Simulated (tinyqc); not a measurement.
Charge-trap memory cell: two steps of the calculation.

Channel, tunnel oxide, storage layer, blocking layer, gate. N electrons per area sit in a sheet at the centroid and shift the threshold by U = (q/eps0) N (tb/eb + xc tn/en). EOT = t1 + 3.9 (tn/en + tb/eb); tunnel field F = (Vg - U)/EOT; dN/dt = eta (J/q)(1 - N/Nm). Fowler-Nordheim: J = A F^2 exp(-B/F), A = q^2/(16 pi^2 hbar mo phi) (times 1e14 for A/cm^2 with F in V/nm, emitter mass m0), B = (4/3) sqrt(mo/C) phi^1.5, C = hbar^2/(2 m0).

Parameters, values chosen for the exercise; oxide values close to those of silicon dioxide, storage layer close to silicon nitride, blocking layer close to aluminium oxide:

| symbol | value | unit | meaning |
|---|---|---|---|
| phi | 3.17 | eV | tunnel barrier |
| mo | 0.48 | m0 | tunnelling mass |
| t1 | 5.1 | nm | tunnel oxide (permittivity 3.9) |
| tn | 6.5 | nm | storage layer |
| en | 7.6 |  | its relative permittivity |
| tb | 10.5 | nm | blocking layer |
| eb | 9 |  | its relative permittivity |
| xc | 0.68 |  | charge centroid, share of tn counted from the blocking side |
| eta | 0.94 |  | capture efficiency of an empty layer |
| Nm | 7e12 | cm^-2 | trap density |
| Vg | 14.2 | V | gate voltage less flat band and surface potential |
| d0 | 8e-6 | s | first time step |
| gr | 1.6 |  | growth of the step |
| n | 9 |  | steps |

Constants: q = 1.602176634e-19 C, hbar = 1.054571817e-34 J s, m0 = 9.1093837015e-31 kg, eps0 = 8.8541878128e-14 F/cm where lengths are in cm, hbar^2/(2 m0) = 0.0380998212 eV nm^2. Results are converted to the units shown.

Task 1. Constants of the stack. EOT, the shift for 1e12 electrons per cm^2, the shift with all traps full, and the starting field, current and rate.

Give: EOT; shift for 1e12 cm^-2; shift with all traps full; F(0); J(0); dN/dt at the start.

Result 1.

EOT = 12.986 nm
shift for 1e12 cm^-2 = 0.31635 V
shift with all traps full = 2.2144 V
F(0) = 1.0935 V/nm
J(0) = 0.0029858 A/cm^2
dN/dt at the start = 1.7518e16 cm^-2 s^-1

Task 2. Midpoint steps of growing length. N(half) = N + (d/2) r(N), N(new) = N + d r(N(half)), r = dN/dt; the step starts at d0 and is multiplied by gr each time. Field in the blocking layer (3.9 F + q N/eps0)/eb.

Wanted: t; N; U; F; blocking field.

Result 2.

t, step 0 to 9 (s): [0, 8.000e-6, 2.080e-5, 4.128e-5, 7.405e-5, 1.265e-4, 2.104e-4, 3.446e-4, 5.593e-4, 9.029e-4]
N, step 0 to 9 (cm^-2): [0, 1.331e11, 3.217e11, 5.761e11, 9.001e11, 1.289e12, 1.729e12, 2.205e12, 2.700e12, 3.201e12]
U, step 0 to 9 (V): [0.000, 0.042, 0.102, 0.182, 0.285, 0.408, 0.547, 0.697, 0.854, 1.013]
F, step 0 to 9 (V/nm): [1.094, 1.090, 1.086, 1.079, 1.072, 1.062, 1.051, 1.040, 1.028, 1.016]
blocking field, step 0 to 9 (V/nm): [0.4739, 0.4751, 0.4769, 0.4794, 0.4825, 0.4862, 0.4904, 0.4949, 0.4996, 0.5044]

Range of the model: The Fowler-Nordheim form needs F t1 above phi; trap-assisted paths and leakage through the blocking layer are left out.

Numbers from tinyqc (`OMP_NUM_THREADS=1 python tinyqc.py 2130122 2130123 out.jsonl`; about 0.1 s on one thread of a shared Intel Xeon 2.30GHz).
